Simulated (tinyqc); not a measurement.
Against voltage: leakage through a gate insulator: direct, Fowler-Nordheim, trap-assisted and Poole-Frenkel currents. Computed by tinyqc, a small Python program. Command: `OMP_NUM_THREADS=1 python tinyqc.py 3016585 3016586 out.jsonl oxideleak walk`. One thread of a shared host (Intel(R) Xeon(R) Processor @ 2.30GHz), about 0.01 s of CPU time with the checks.

Electrons enter from the cathode Fermi level at x = 0; the conduction band of the insulator lies phi_b - e F x above it, F = V/t. WKB exponents use a parabolic band with mass m.

Inputs (values chosen for the exercise, with an insulator like SiO2):

| quantity | value | unit |
|---|---|---|
| thickness t | 8 | nm |
| barrier phi_b | 3.1 | eV |
| tunnelling mass m | 0.39 | m_0 |
| static constant eps_ox | 3.92 | - |
| trap depth phi_t | 2.5 | eV |
| trap density N_t | 1.7e+17 | cm^-3 |
| attempt rate nu_0 | 2e+12 | 1/s |
| activation of capture E_a | 0.069 | eV |
| temperature T | 300 | K |

Constants: e = 1.602176634e-19 C; hbar = 1.054571817e-34 J s; hbar^2/(2 m_0) = 3.80998212 eV angstrom^2; k_B = 8.617333262e-05 eV/K.

Method:
- For a level a distance phi(x) below the band, the WKB exponent is 2 int kappa dx with kappa = sqrt(m phi/(hbar^2/2m_0)); for a linear barrier from phi_1 down to phi_2 = max(phi_1 - e F d, 0) it is G = (4/3) sqrt(m/(hbar^2/2m_0)) (phi_1^(3/2) - phi_2^(3/2))/(e F).
- J_tun = e^3 F^2/(16 pi^2 hbar m phi_b) x exp(-G) / [1 - sqrt(phi_2/phi_b)]^2 with the free-electron mass in the cathode (m in m_0), phi_2 = max(phi_b - e V, 0): direct tunnelling for e V < phi_b, Fowler-Nordheim above. Image forces, back-flow and the limit on supply are left out, so J_tun is overstated below about 0.5 V.
- A trap at depth x lies phi_t below the band. Capture: tunnel at the cathode Fermi level from 0 to x (G_in from phi_1 = phi_b), rate nu_0 exp(-G_in - E_c/k_B T) with E_c = E_a + max(phi_b - phi_t - e F x, 0), the last term being the height of the trap above the cathode Fermi level. Emission: tunnel from the trap level to the anode (G_out from phi_1 = phi_t over t - x), rate nu_0 exp(-G_out - E_a/k_B T). Re-emission to the cathode follows from detailed balance, rate_back = rate_in exp(dE/k_B T) with dE = phi_b - phi_t - e F x. Each trap passes R = rate_in rate_out/(rate_in + rate_back + rate_out) electrons per second; filling from the anode is left out.
- J_TAT = e N_t int_0^t R dx by the midpoint rule on 400 intervals; the most effective depth is the midpoint with the largest R, rounded to 0.01 nm.

Currents:

| V (V) | F (MV/cm) | J_tun (A/cm^2) | J_TAT (A/cm^2) | best depth (nm) |
|---|---|---|---|---|
| 0.96 | 1.200 | 7.4584e-29 | 4.9117e-19 | 3.79 |
| 1.94 | 2.425 | 3.4879e-25 | 1.2749e-15 | 3.69 |
| 2.92 | 3.650 | 1.4227e-20 | 1.7485e-14 | 3.61 |
| 3.90 | 4.875 | 5.4817e-14 | 1.0853e-12 | 3.39 |
| 4.88 | 6.100 | 1.2564e-09 | 7.2834e-10 | 1.53 |
| 5.86 | 7.325 | 1.0724e-06 | 6.1870e-08 | 1.23 |
| 6.84 | 8.550 | 1.3885e-04 | 1.4396e-06 | 1.01 |
| 7.82 | 9.775 | 5.5080e-03 | 1.5005e-05 | 0.87 |
| 8.80 | 11.000 | 9.8985e-02 | 9.2058e-05 | 0.75 |

The larger current changes between 3.9 and 4.88 V (to J_tun). Over the range J_tun grows by 27.1 decades and J_TAT by 14.3. The best depth moves towards the cathode as the field rises. The highest rows may lie beyond breakdown.

Extremes, crossings and ranges named in words are read from the listed rows.
